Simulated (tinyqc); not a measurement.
Kinetics of strain relaxation and threading dislocations in mismatched semiconductor layers. Inputs raised by 5 %, one at a time. Computed by tinyqc, a small Python program. Command: `OMP_NUM_THREADS=1 python tinyqc.py 3013089 3013090 out.jsonl threading sens`. One thread of a shared host (Intel(R) Xeon(R) Processor @ 2.30GHz), about 0.01 s of CPU time with the checks.

60-degree dislocations on {111} planes of a (001) layer, isotropic elasticity. The Schmid factor is 1/sqrt(6), and a misfit segment relieves strain with b/2.

Inputs (values chosen for the exercise, for a model layer): misfit f = 0.00729; shear modulus G = 70.4 GPa; Poisson ratio nu = 0.27; Burgers vector b = 3.88 angstrom; glide activation energy Q = 1.81 eV; velocity prefactor v0 = 36000 m/s per MPa; layer thickness h = 51 nm; anneal temperature T = 703 K; anneal time t = 480 s; initial thread density rho_0 = 610000 1/cm^2; multiplication constant delta = 32000 1/m; reaction radius r_A = 5.6 nm; final thickness of a thick uniform layer H = 6.9 micrometre; aspect ratio of a trench = 2.

Sources: multiplication.

Constants: k_B = 8.617333262e-05 eV/K.

Method:
- Excess resolved stress tau = (1/sqrt 6) [2 G (1 + nu)/(1 - nu)] (e - e_eq), e_eq = b (1 - nu/4) [ln(h/b) + 1]/(4 pi (1 + nu) h), the Matthews-Blakeslee strain of an uncapped layer; glide velocity v = v0 tau exp(-Q/(k_B T)), tau in MPa.
- Threads run in two directions, so de/dt = -(b/4) rho v, and they multiply as d rho/dt = delta rho v. With x = e - e_eq, x0 = f - e_eq (fully strained at t = 0) and v = m S x (m the mobility, S x = tau): rho = rho_0 + (4 delta/b)(x0 - x), so dx/dt = -k x (a - x), k = delta m S, a = x0 + b rho_0/(4 delta): a logistic law, x = a/[1 + (a/x0 - 1) exp(k a t)].
- The half time is that at which x = x0/2.
- A separate case, a thick relaxed layer. Pair reactions during growth: d rho/dh = -K rho^2 with K = 2 r_A tan(psi) and threads inclined by psi = 45 degrees (the <110> lines of {111} planes), so rho = 1/(K H) for a layer that starts with far more threads than that, as highly mismatched layers do. In a trench along [110] a thread on {111} rises at 54.74 degrees across the width, and leaves through the wall below the height w tan(54.74 degrees) = sqrt(2) w; the share of threads, evenly spread over the floor, that reach the top is max(0, 1 - a/sqrt 2) for the aspect ratio a.

Runs:
```
input moved                                                 from         to  excess stress tau (MPa)  half time (s)  strain left e  thread density at H (1/cm^2)
base run                                                       -          -                   467.69         96.890      0.0026132                    1.2940e+09
misfit f                                                 0.00729  0.0076545                   504.14         91.119      0.0026132                    1.2940e+09
shear modulus G (GPa)                                       70.4      73.92                   491.08         92.276      0.0026132                    1.2940e+09
velocity prefactor v0 (m/s per MPa)                        36000      37800                   467.69         92.276      0.0026132                    1.2940e+09
initial thread density rho_0 (1/cm^2)                     610000     640500                   467.69         96.025      0.0026132                    1.2940e+09
multiplication constant delta (1/m)                        32000      33600                   467.69         93.100      0.0026132                    1.2940e+09
reaction radius r_A (nm)                                     5.6       5.88                   467.69         96.890      0.0026132                    1.2324e+09
final thickness of a thick uniform layer H (micrometre)      6.9      7.245                   467.69         96.890      0.0026132                    1.2324e+09
```

Exponents ln(y'/y) / ln(x'/x):
```
input                                       excess stress tau  half time  strain left e  thread density at H
misfit f                                                1.538     -1.259              0                    0
shear modulus G                                         1.000     -1.000              0                    0
velocity prefactor v0                                   0.000     -1.000              0                    0
initial thread density rho_0                            0.000     -0.184              0                    0
multiplication constant delta                           0.000     -0.818              0                    0
reaction radius r_A                                     0.000      0.000              0                   -1
final thickness of a thick uniform layer H              0.000      0.000              0                   -1
```

Which inputs matter most for each result?

Among the inputs moved here: excess stress tau answers most in size to misfit f (exponent +1.538), next to shear modulus G (+1.000); its exponent is below 0.0005 for velocity prefactor v0, initial thread density rho_0, multiplication constant delta, reaction radius r_A, final thickness of a thick uniform layer H. half time answers most in size to misfit f (exponent -1.259), next to shear modulus G (-1.000); its exponent is below 0.0005 for reaction radius r_A, final thickness of a thick uniform layer H. Its exponent -1.000 in velocity prefactor v0: time scales with the inverse mobility. Strain left e hardly depends on these (all exponents below 0.005). Thread density at H answers most in size to final thickness of a thick uniform layer H (exponent -1.000), and about equally to reaction radius r_A (-1.000); its exponent is below 0.0005 for misfit f, shear modulus G, velocity prefactor v0, initial thread density rho_0, multiplication constant delta. Its exponent -1.000 in final thickness of a thick uniform layer H: pair reactions.

Caution (all rows): blocking of threads by crossing misfit lines, left out here, leaves real layers with more strain. Caution (all rows): at this small misfit a layer may start with fewer threads than 1/(K H), which is then only an upper bound.

Extremes, crossings and ranges named in words are read from the listed rows.
